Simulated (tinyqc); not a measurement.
## Resonant-tunnelling diode, transfer matrices and Tsu-Esaki current: current against voltage

Emitter (band edge 0), barrier d1, well Lw, barrier d2, collector (edge -V). The bias drops linearly over these layers and none in the contacts; each layer is cut into ns equal slices, flat at the value of their centres. E is the energy of motion across the layers, C = hbar^2/(2 m0), psi and psi'/m are continuous. Transport is coherent, T(E) is taken as independent of the transverse momentum, and charge in the well is ignored.

For the pair (psi, psi'/m) a flat layer has M = [[cos kd, (m/k) sin kd], [-(k/m) sin kd, cos kd]] with k = sqrt(m (E - U)/C) above its edge U, and M = [[cosh Kd, (m/K) sinh Kd], [(K/m) sinh Kd, cosh Kd]] with K = sqrt(m (U - E)/C) below it. Later slices stand to the left. With M acting on (psi, psi'/m) and v = k/m in each lead, T(E) = 4 vL vR/[(vL vR M12 - M21)^2 + (vR M11 + vL M22)^2]. J = J0 times the integral over E > 0 of T(E) N(E), N = ln[(1 + exp((Ef - E)/Vt))/(1 + exp((Ef - V - E)/Vt))], J0 = q^2 mw m0 kB T/(2 pi^2 hbar^3) (times 1e-4 for A/cm^2 per eV). The integral is converged to the digits shown.

Inputs (values chosen for the exercise); masses and offsets close to those of InGaAs wells and AlAs barriers:

| symbol | value | unit | meaning |
|---|---|---|---|
| T | 300 | K | temperature |
| mw | 0.04 | m0 | mass in the well, spacer and contacts |
| U1 | 1.2 | eV | barrier height |
| m1 | 0.15 | m0 | barrier mass |
| d1 | 1 | nm | emitter barrier |
| Lw | 2.6 | nm | well width |
| d2 | 1.3 | nm | collector barrier |
| ns | 3 |  | slices in each layer |
| Ef | 0.26 | eV | Fermi energy of both contacts above their band edges |

Constants: q = 1.602176634e-19 C, kB = 1.380649e-23 J/K, hbar = 1.054571817e-34 J s, m0 = 9.1093837015e-31 kg, Vt = kB T/q, hbar^2/(2 m0) = 0.0380998212 eV nm^2. Results are converted to the units shown.

Results:
```
V (V)	J (kA/cm^2)
0.064	125.0
0.156	414.9
0.248	838.7
0.339	1303
0.431	1726
0.615	723.2
0.706	79.63
0.798	49.95
0.89	40.22
0.982	36.52
1.073	35.78
```

Estimate the missing row, V = 0.523 V.

Computed row:
```
V (V)	J (kA/cm^2)
0.523	1932
```

With this row back in the table: Among the rows the current peaks at 1930 kA/cm^2 at V = 0.523 V and falls to 35.8 kA/cm^2 at 1.073 V, a ratio of 54.0 (it is still falling in the last row, so the valley lies there or beyond). At zero bias the resonance lies at 0.301 eV and the centre of the well takes the share 0.469 of the bias, so the level should reach the emitter band edge near V = 0.641 V; beyond that only the tail of the broadened level (width 13.3 meV at zero bias) and off-resonant tunnelling carry current. Without scattering and space charge the valley comes out far lower than in a real diode. In 8 of the 12 rows the bias alone exceeds 0.4 V, so electrons enter the collector far above its band edge, where real bands are no longer parabolic.

Computed by the program tinyqc: `OMP_NUM_THREADS=1 python tinyqc.py 2600142 2600143 out.jsonl`, one thread of a shared Intel Xeon 2.30GHz, about 0.1 s for the whole run.
